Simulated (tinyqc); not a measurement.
Worked calculation: delta-doped layer in the Thomas-Fermi potential. Values are carried at full precision from step to step, so a last printed digit may differ when a step is redone from the rounded ones.

All donors ionised in the plane z = 0, zero temperature, energies from the Fermi level EF of the Thomas-Fermi model, which lies at the bulk band edge; c = hbar^2/2m0, q = e^2/(4 pi eps0). gv = 4 equivalent valleys, m_d = sqrt(m3^3/mz) in the plane. With n = (gv/3 pi^2)(m3 (-V)/c)^(3/2) and V'' = -(4 pi q/eps) n for z > 0, the solution is V = -b/(|z| + z0)^4 with sqrt(b) = 20/K, K = (4 pi q/eps)(gv/3 pi^2)(m3/c)^(3/2), and z0^5 = 4b/(e F0), e F0 = 2 pi q N/eps; 1e13/cm^2 = 1e-3/angstrom^2. Exchange and correlation are left out.

Constants: hbar^2/2m0 = 3.80998211 eV angstrom^2; e^2/(4 pi eps0) = 14.39964547 eV angstrom.

Values chosen for the exercise (near those of a delta-doped layer in Ge; shifted at random, so the results belong to these values and not to a real crystal): m3 = 0.216 m0 (density-of-states mass of a valley); mz = 0.125 m0 (mass along z); eps = 15.7 (dielectric constant); N = 2.9 x 1e13/cm^2 (donor sheet density).

## The Thomas-Fermi well

Give K, b, e F0, z0 and the depth b/z0^4.

K = 0.021018 eV^(-1/2) angstrom^-2
b = 9.0545e+05 eV angstrom^4
e F0 = 0.016712 eV/angstrom
z0 = 46.47 angstrom
depth = 0.1942 eV

Half of the electrons lie within |z| < (2^(1/5) - 1) z0 = 6.9 angstrom. The mean donor spacing in the plane is 18.6 angstrom, against a Bohr radius 0.529177 eps/m3 = 38.5 angstrom: the orbits overlap many donors, so a smeared sheet is a fair model in the plane. Across the plane the Thomas-Fermi density is more peaked than that of the quantised subbands, the more so the fewer are filled.

## Profile

V = -b/(|z| + z0)^4, n and the share of electrons beyond |z|, (z0/(|z| + z0))^5, at z = 0, 0.1, 0.25, 0.5, 1 and 2 times z0; n = (eps/(4 pi q)) 20 b/(|z| + z0)^6, q = e^2/(4 pi eps0), 1/angstrom^3 = 1e24/cm^3.

Profile:
```
z (angstrom)   V (eV)  n (1e19/cm^3)  share beyond
0.0           -0.1942           15.6         1.000
4.6           -0.1326           8.81         0.621
11.6          -0.0795           4.09         0.328
23.2          -0.0384           1.37         0.132
46.5          -0.0121          0.244         0.031
92.9          -0.0024         0.0214         0.004
```

## Subbands

Subbands solve -(c/m_z) psi'' + V psi = E psi on 1280 points of spacing z0/80; up to ten levels for each group, kept if bound with an rms width below 2.5 z0.

List the bound levels with their rms width.

Subbands:
```
label  valleys g  m_d (m0)   E (eV)  rms z (angstrom)
0              4    0.2839  -0.0644              19.4
```

## Filling the subbands

At zero temperature n_i = g m_d (mu - E_i)/(2 pi c) for E_i < mu, c = hbar^2/2m0; find mu from sum n_i = N (1e13/cm^2 = 1e-3/angstrom^2).

mu = -0.0033 eV

n_i in the order of the list (1e13/cm^2): 2.900

1 subband filled in part, the lowest with 100 % of the electrons. The potential was built for a Fermi level at 0; filling its quantised levels puts mu 1.7 % of the depth below that; with so few subbands the Thomas-Fermi picture is crude, and a close match would be chance.

## Estimate from a V-shaped well

Near z = 0 the well is -depth + e F0 |z|, whose levels are a (c (e F0)^2/m_z)^(1/3) with a = 1.018793 (even) and 2.338107 (odd); c = hbar^2/2m0, m_z = mz.

levels 0 and 1 (eV): 0.0139  0.2833

Level 0 comes out 78 meV too high, since screening flattens the true well away from the plane, and both levels land above the rim at 0.

## Checks

- Integral of the Thomas-Fermi density against N, 1e13/cm^2: both 2.900.
- Lowest level on a finer grid (z0/200), eV: both -0.064.

(tinyqc, `OMP_NUM_THREADS=1 python tinyqc.py 1282048 1282049 out.jsonl`, Intel(R) Xeon(R) Processor @ 2.30GHz, 1 thread, shared host, about 0.1 s.)
